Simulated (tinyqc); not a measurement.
Two-dimensional electron gas with Rashba and Dresselhaus coupling, step by step. Values are carried at full precision from step to step, so a last printed digit may differ when a step is redone from the rounded ones.

H = c k^2/m + al (ky sx - kx sy) + b1 (kx sx - ky sy) + gam kx ky (kx sy - ky sx), s the Pauli matrices, x = [100], c = hbar^2/2m0, b1 = gam (pi/L)^2 (hard walls). H = c k^2/m + B.s, so E = c k^2/m -/+ |B| and the lower state has its spin along -B.

Constants: hbar^2/2m0 = 3.80998211 eV angstrom^2; hbar = 6.58211957e-16 eV s.

Parameters, chosen for this exercise (of the size met in GaN; not measured data):
- m = 0.2231 m0 (mass)
- al = 0.0048 eV angstrom (Rashba constant)
- gam = 0 eV angstrom^3 (bulk Dresselhaus constant)
- L = 217 angstrom (width of the (001) well)
- n = 4.4 1e11/cm^2 (sheet density (one subband filled))
- phi = 75 degrees (angle of k from [100])

## Scales

b1; mean Fermi wave vector k0 = sqrt(2 pi n) (1e11/cm^2 = 1e-5/angstrom^2); E0 = c k0^2/m; b3 = gam k0^2/4; kR = al m/(2c) and ER = al kR/2, the shift and depth of a pure Rashba band.

b1 = 0 eV angstrom
k0 = 0.01663 1/angstrom
E0 = 4.721 meV
b3 = 0 eV angstrom
kR = 0.0001405 1/angstrom
ER = 0.0003373 meV

There is no Dresselhaus term; kR is 0.8 % of k0.

## Spin-orbit field at one point of the Fermi circle

k = k0 (cos phi, sin phi). Form B, the splitting 2|B| and the direction of the lower spin, atan2(-By, -Bx).

Bx, By (meV): 0.0771  -0.0207

splitting = 0.1596 meV
direction of the lower spin = 165.0 degrees

## The matrix

H = [[E0, Bx - i By], [Bx + i By, E0]] in meV; diagonalise. Precession period h/(2|B|) = 2 pi hbar/(splitting).

H (meV):
```
                  up            down
up            4.7212  0.0771+0.0207i
down  0.0771-0.0207i          4.7212
```

levels (meV): 4.6414  4.8010

period = 25.9 ps

## The two wave vectors at the energy E0 along this direction

Solve c k^2/m -/+ |B(k)| = E0. The spin turns by (k_outer - k_inner) per length, so a half turn takes pi/(difference).

k (1/angstrom): outer 0.016768, inner 0.016487

difference = 0.0002811 1/angstrom
length of a half turn = 1118 nm

For linear terms alone the difference is (m/c)|B|/k, whatever the energy: every electron along this direction turns alike, the basis of the spin transistor.

## Checks

- Difference of the Fermi wave vectors without Dresselhaus terms against al m/c: both 0.00028107.

(tinyqc, `OMP_NUM_THREADS=1 python tinyqc.py 1481405 1481406 out.jsonl`, Intel(R) Xeon(R) Processor @ 2.30GHz, 1 thread, shared host, about 0.01 s.)
